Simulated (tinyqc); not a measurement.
p-type polysilicon, carrier trapping at grain boundaries: two steps of the calculation.

One-dimensional grains of size Lg, uniform ionised doping N, monovalent traps Qt at each boundary at a depth Et below (for electrons) or above (for holes) the band edge there, abrupt depletion of width W on each side of a boundary, Boltzmann statistics. xi is the distance from the band edge at the grain centre to the Fermi level. Trapped charge Qt/(1 + exp((xi + VB - Et)/Vt)) = 2 N W, barrier VB = q N W^2/(2 eps0 eps_r).

Inputs (values chosen for the exercise); values of the order met in polycrystalline silicon: temperature T = 250 K; relative permittivity eps_r = 11.7; valence-band density of states at T NB = 2.02e19 cm^-3; grain size Lg = 100 nm; trap density of a grain boundary Qt = 5e11 cm^-2; depth of the trap level from the majority band edge at the boundary Et = 0.3 eV; doping N = 1.2e17 cm^-3.

Constants: q = 1.602176634e-19 C, kB = 1.380649e-23 J/K, Vt = kB T/q, eps0 = 8.8541878128e-14 F/cm where lengths are in cm. Results are converted to the units shown.

Question 1. New W. Partly depleted grain, xi = Vt ln(NB/N): f = 1/(1 + exp((xi + VB - Et)/Vt)), g = Qt f - 2 N W, g' = -2 Qt f (1 - f) VB/(W Vt) - 2 N, W(new) = W - g/g'.

W at the start = 13 nm

Give: VB; f; g; g'; W after iteration 1.

Answer 1.

VB = 0.01568 V
f = 0.9997
g = 1.878e11 cm^-2
g' = -2.402e10 cm^-2/nm
W after iteration 1 = 20.82 nm

Question 2. Depletion width, Fermi level and barrier. If the trap equation with xi = Vt ln(NB/N) has a root W < Lg/2, the grain is partly depleted; otherwise W = Lg/2 and the trap equation gives xi = Et - VB + Vt ln(Qt/(N Lg) - 1). N* = Qt/Lg.

Wanted: N*; W; xi; VB; share of traps filled.

Answer 2.

N* = 5.0000e16 cm^-3
W = 20.813 nm
xi = 0.11043 V
VB = 0.040197 V
share of traps filled = 0.99903

N is 2.40 N*, and the grain is partly depleted; VB = 1.87 Vt.

Program tinyqc, `OMP_NUM_THREADS=1 python tinyqc.py 2830169 2830170 out.jsonl`; Intel Xeon 2.30GHz, shared host, one thread, about 0.01 s.
